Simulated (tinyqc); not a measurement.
Worked calculation: Luttinger-Kohn k.p, four valence bands. Computed by tinyqc, a small Python program that keeps every step. Settings: g1 = 11.86, g2 = 2.89, g3 = 4.25. Command: `OMP_NUM_THREADS=1 python tinyqc.py 27372 27373 out.jsonl` (the two numbers bound the seeds that draw the settings). One thread of a shared host (Intel(R) Xeon(R) Processor @ 2.60GHz), about 0.01 s of CPU time with the checks.

## Bloch Hamiltonian at k

Luttinger parameters chosen for this model; energies are counted downward from the top of the valence band:

| parameter | value | unit |
|---|---|---|
| g1 | 11.860000 |  |
| g2 | 2.890000 |  |
| g3 | 4.250000 |  |

k point k (1/angstrom): 0.0460  0.0190  0.0270

P = c g1 k^2, Q = c g2 (kx^2 + ky^2 - 2 kz^2), R = c sqrt3 [-g2 (kx^2 - ky^2) + 2i g3 kx ky], S = 2 c sqrt3 g3 (kx - i ky) kz, c = hbar^2/2m = 3.809982 eV angstrom^2; rows [P+Q, -S, R, 0], [-S*, P-Q, 0, R], [R*, 0, P-Q, S], [0, R*, S*, P+Q]. The path ends lie at |k| = 0.05 1/angstrom.

H(k) at k (eV):
```
                  3/2              1/2             -1/2             -3/2
3/2            0.1561  -0.0697+0.0288i  -0.0335+0.0490i           0.0000
1/2   -0.0697-0.0288i           0.1336           0.0000  -0.0335+0.0490i
-1/2  -0.0335-0.0490i           0.0000           0.1336   0.0697-0.0288i
-3/2           0.0000  -0.0335-0.0490i   0.0697+0.0288i           0.1561
```

## Levels at k

Diagonalise the Hermitian matrix.

eigenvalues (eV): 0.0483  0.0483  0.2415  0.2415

## Bands along a path

The same steps at evenly spaced points between the labelled ones.

Bands along the path (eV):

| k | band 1 | band 2 | band 3 | band 4 |
|---|---|---|---|---|
| [111] | 0.0320 | 0.0320 | 0.1939 | 0.1939 |
| [111]-G 0.33 | 0.0142 | 0.0142 | 0.0862 | 0.0862 |
| [111]-G 0.67 | 0.0036 | 0.0036 | 0.0215 | 0.0215 |
| G | 0.0000 | 0.0000 | 0.0000 | 0.0000 |
| G-[100] 0.33 | 0.0064 | 0.0064 | 0.0187 | 0.0187 |
| G-[100] 0.67 | 0.0257 | 0.0257 | 0.0747 | 0.0747 |
| [100] | 0.0579 | 0.0579 | 0.1680 | 0.1680 |

## Hole masses

E = c [g1 k^2 -/+ 2 sqrt(g2^2 k^4 + 3 (g3^2 - g2^2)(kx^2 ky^2 + ky^2 kz^2 + kz^2 kx^2))] with c = hbar^2/2m, and m* = hbar^2 k^2 / (2 E).

Masses (electron masses):

| direction | heavy | light |
|---|---|---|
| [100] | 0.1645 | 0.0567 |
| [110] | 0.2530 | 0.0506 |
| [111] | 0.2976 | 0.0491 |
